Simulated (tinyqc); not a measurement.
What moves the results: smearing for a one-band metal on the fcc lattice. A value that a table varies takes the place of the one given here.

Lattice vectors (units of a): a1 = (0, 1/2, 1/2), a2 = (1/2, 0, 1/2), a3 = (1/2, 1/2, 0). E(k) = -t A_1(k) - t2 A_2(k), A_m the sum of cos(k . R) over the 12 nearest and 6 second lattice vectors. Mesh k = sum (j_i/N) b_i, j_i = 0 .. N-1.

With x = (E_k - mu)/sigma: Fermi-Dirac f = 1/(1 + exp(x)), s = -f ln f - (1 - f) ln(1 - f); Gaussian f = erfc(x)/2, s = exp(-x^2)/(2 sqrt(pi)); Methfessel-Paxton (first order) f = erfc(x)/2 - x exp(-x^2)/(2 sqrt(pi)), s = (1 - 2 x^2) exp(-x^2)/(4 sqrt(pi)); cold (Marzari-Vanderbilt) with y = x + 1/sqrt(2), f = erfc(y)/2 + exp(-y^2)/sqrt(2 pi), s = y exp(-y^2)/sqrt(2 pi). With weights w = points/N^d (d the dimension), mu solves 2 sum w f = ne; E = 2 sum w f E_k, S = 2 sum w s, F = E - sigma S.

With x = (E_k - mu)/sigma: Gaussian f = erfc(x)/2, s = exp(-x^2)/(2 sqrt(pi)); Methfessel-Paxton (first order) f = erfc(x)/2 - x exp(-x^2)/(2 sqrt(pi)), s = (1 - 2 x^2) exp(-x^2)/(4 sqrt(pi)). With weights w = points/N^d (d the dimension), mu solves 2 sum w f = ne; E = 2 sum w f E_k, S = 2 sum w s, F = E - sigma S.

With x = (E_k - mu)/sigma: cold (Marzari-Vanderbilt) with y = x + 1/sqrt(2), f = erfc(y)/2 + exp(-y^2)/sqrt(2 pi), s = y exp(-y^2)/sqrt(2 pi). With weights w = points/N^d (d the dimension), mu solves 2 sum w f = ne; E = 2 sum w f E_k, S = 2 sum w s, F = E - sigma S.

Inputs chosen for the exercise: t = 1.12 eV (nearest hopping); t2 = 0.25 eV (second hopping); ne = 0.96 (electrons per cell); N = 4 (unshifted mesh); sigma = 0.112 eV (width).

## Error of each scheme against the width

All on the dense mesh N = 40. The reference is F of first-order Methfessel-Paxton smearing with sigma = 0.05 t on the mesh N = 40; it moves by 0.31 meV on the mesh N = 50; in three dimensions such meshes can agree by chance and the reference may be off by about 1 meV, so smaller errors are not resolved.

Errors (meV per cell):
```
sigma (eV)     FD F  FD (E+F)/2  Gauss F  Gauss (E+F)/2   MP F  cold F
0.112         -5.86       -0.11    -0.92          -0.01  -0.01   -0.03
0.168        -12.99       -0.24    -2.05          -0.02  -0.02   -0.12
0.224        -22.85       -0.40    -3.61          -0.06  -0.06   -0.31
0.336        -50.70       -0.91    -7.98          -0.17  -0.13   -0.89
0.448        -89.07       -2.21   -14.02          -0.28  -0.18   -1.75
0.672       -194.34      -10.80   -31.06          -0.61  -0.23   -4.65
0.896       -331.21      -30.77   -54.58          -1.11  -0.10   -9.46
```

reference = -2.83778 eV

How do the results move?

Doubling sigma from 0.224 to 0.448 eV multiplies the error of F by 3.9 (Fermi-Dirac) and 3.9 (Gaussian); a pure sigma^2 term would give 4. At the smallest width Fermi-Dirac errs 6.4 times as much as Gaussian, against 2 pi^2/3 = 6.6 for the ratio of the sigma^2 terms at equal sigma. At the largest width the sizes of the errors rank MP F 0.1, Gauss (E+F)/2 1.1, cold F 9.5, FD (E+F)/2 30.8, Gauss F 54.6, FD F 331.2 meV; below about 1 meV this order, and the ratios at the smallest width, carry the noise of the mesh.

## Mesh against width

Gaussian smearing, (E + F)/2. The reference is F of first-order Methfessel-Paxton smearing with sigma = 0.05 t on the mesh N = 40; it moves by 0.31 meV on the mesh N = 50; in three dimensions such meshes can agree by chance and the reference may be off by about 1 meV, so smaller errors are not resolved.

Errors (meV per cell):
```
N   sigma = 0.05 t  sigma = 0.15 t  sigma = 0.4 t
4           118.70          118.03         123.17
6            71.11           67.76          63.21
8            34.61           31.69          28.22
12            6.78            6.85           4.44
16            0.72           -0.24          -1.14
24           -1.14           -1.32          -0.72
```

reference = -2.83778 eV

What can be read from the table?

First N from which the value stays within 2 meV of its last entry (which need not be the best one): 16 for sigma = 0.05 t, 16 for sigma = 0.15 t, 16 for sigma = 0.4 t. At the last mesh the errors are -1.14, -1.32 and -0.72 meV. By this 2 meV bar the wider smearing does not converge sooner. The smallest error belongs to 0.05 t on 0, 0.15 t on 2, 0.4 t on 4 of the 6 meshes.

## What moves the results of cold (Marzari-Vanderbilt) smearing

All sums formed anew. Each row changes one parameter from the base and keeps the others.

Results:
```
case              mu (eV)   E (eV)        S   F (eV)
base               1.5856  -2.7188  -0.0029  -2.7184
N = 8              1.0699  -2.8019   0.0127  -2.8033
sigma = 0.224 eV   1.6712  -2.7187  -0.0028  -2.7181
ne = 1.06          2.1790  -2.5012   0.0782  -2.5100
t2 = 0.362 eV      2.1675  -2.6148   0.0876  -2.6246
t = 1.232 eV       1.5856  -3.0128  -0.0029  -3.0124
```

What can be read from the table?

The largest shifts from the base row, up to three for each result and ties (the steps differ in size, so this ranks the rows, not the parameters). mu (eV): ne +0.5934, t2 +0.5818, N -0.5157; unchanged at the printed digits by t. E (eV): t -0.2940, ne +0.2175, t2 +0.1039; unchanged at the printed digits by sigma. S: t2 +0.0904, ne +0.0810, N +0.0156; unchanged at the printed digits by t. F (eV): t -0.2940, ne +0.2084, t2 +0.0938.

tinyqc: `OMP_NUM_THREADS=1 python tinyqc.py 1652696 1652697 out.jsonl`; about 0.3 s, one thread, shared Intel(R) Xeon(R) Processor @ 2.30GHz.
